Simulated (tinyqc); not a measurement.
Inputs raised by 5 %, one at a time: thermal, flicker and telegraph noise of a field-effect transistor. Computed by tinyqc, a small Python program. Command: `OMP_NUM_THREADS=1 python tinyqc.py 3017685 3017686 out.jsonl noise sens`. One thread of a shared host (Intel(R) Xeon(R) Processor @ 2.30GHz), about 0.01 s of CPU time with the checks.

Strong inversion, threshold roll-off and channel-length modulation left out; noise sources are uncorrelated and are given as one-sided spectral densities.

Inputs (values chosen for the exercise, modelled on a silicon n-channel):

| quantity | value | unit |
|---|---|---|
| width W | 5.2 | micrometre |
| length L | 210 | nm |
| electrical oxide thickness t | 2 | nm |
| mobility mu | 160 | cm^2/(V s) |
| saturation velocity v_s | 0.89 | 1e7 cm/s |
| overdrive V_ov | 0.59 | V |
| thermal noise factor gamma | 0.667 | - |
| oxide trap density N_t | 6.1e+17 | 1/(eV cm^3) |
| oxide barrier phi | 2.6 | eV |
| oxide mass m_ox | 0.24 | m_0 |
| Coulomb scattering coefficient alpha_sc | 43000 | V s/C |
| frequency f | 10000 | Hz |
| temperature T | 300 | K |

Operating region: saturation. Flicker model: number with correlated mobility.

Constants: eps_0 = 8.8541878128e-12 F/m; hbar = 1.054571817e-34 J s; m_0 = 9.1093837015e-31 kg; e = 1.602176634e-19 C; k_B = 8.617333262e-05 eV/K; k_B = 1.380649e-23 J/K.

Method:
- C_ox = 3.9 eps_0/t; V_c = 2 v_s L/mu; I = W C_ox v_s V_ov^2/(V_ov + V_c); g_m = W C_ox v_s V_ov (V_ov + 2 V_c)/(V_ov + V_c)^2; g_d0 = mu C_ox (W/L) V_ov.
- Tunnelling length lambda = hbar/(2 sqrt(2 m_ox phi)); flat-band noise S_Vfb = e^2 k_B T lambda N_t/(W L C_ox^2 f). S_I = g_m^2 S_Vfb (1 + alpha_sc mu C_ox I/g_m)^2.
- Thermal: S_I = 4 k_B T gamma g_d0; input-referred S_V = S_I/g_m^2; corner f_c where flicker equals thermal.
- Total input noise from 1 Hz to f_c: sqrt(S_V,thermal [f_c ln(f_c/1 Hz) + f_c - 1 Hz]).

Runs:

| input moved | from | to | corner frequency f_c (Hz) | input-referred thermal noise (nV/sqrt(Hz)) | flicker S_I/I^2 (1/Hz) | g_m (microsiemens) |
|---|---|---|---|---|---|---|
| base run | - | - | 6.9349e+08 | 2.3050 | 3.4232e-12 | 2897.3 |
| length L (nm) | 210 | 220.5 | 6.4240e+08 | 2.3292 | 3.2659e-12 | 2798.1 |
| electrical oxide thickness t (nm) | 2 | 2.1 | 6.7402e+08 | 2.3619 | 3.4935e-12 | 2759.4 |
| mobility mu (cm^2/(V s)) | 160 | 168 | 7.7029e+08 | 2.2822 | 3.6946e-12 | 2998.5 |
| overdrive V_ov (V) | 0.59 | 0.6195 | 7.7029e+08 | 2.2822 | 3.3511e-12 | 2998.5 |
| Coulomb scattering coefficient alpha_sc (V s/C) | 43000 | 45150 | 7.4978e+08 | 2.3050 | 3.7010e-12 | 2897.3 |
| temperature T (K) | 300 | 315 | 6.9349e+08 | 2.3619 | 3.5944e-12 | 2897.3 |
| oxide barrier phi (eV) | 2.6 | 2.73 | 6.7678e+08 | 2.3050 | 3.3407e-12 | 2897.3 |

Exponents ln(y'/y) / ln(x'/x):

| input | corner frequency f_c | input-referred thermal noise | flicker S_I/I^2 | g_m |
|---|---|---|---|---|
| length L | -1.569 | 0.214 | -0.964 | -0.714 |
| electrical oxide thickness t | -0.584 | 0.500 | 0.416 | -1.000 |
| mobility mu | 2.153 | -0.203 | 1.564 | 0.703 |
| overdrive V_ov | 2.153 | -0.203 | -0.436 | 0.703 |
| Coulomb scattering coefficient alpha_sc | 1.599 | 0.000 | 1.599 | 0.000 |
| temperature T | 0.000 | 0.500 | 1.000 | 0.000 |
| oxide barrier phi | -0.500 | 0.000 | -0.500 | 0.000 |

Which inputs matter most for each result?

Among the inputs moved here: corner frequency f_c answers most in size to overdrive V_ov (exponent +2.153), and about equally to mobility mu (+2.153); its exponent is below 0.0005 for temperature T. input-referred thermal noise answers most in size to electrical oxide thickness t (exponent +0.500), and about equally to temperature T (+0.500); its exponent is below 0.0005 for Coulomb scattering coefficient alpha_sc, oxide barrier phi. Flicker S_I/I^2 answers most in size to Coulomb scattering coefficient alpha_sc (exponent +1.599), next to mobility mu (+1.564). Its exponent -0.964 in length L: area averaging. g_m answers most in size to electrical oxide thickness t (exponent -1.000), next to length L (-0.714); its exponent is below 0.0005 for Coulomb scattering coefficient alpha_sc, temperature T, oxide barrier phi.
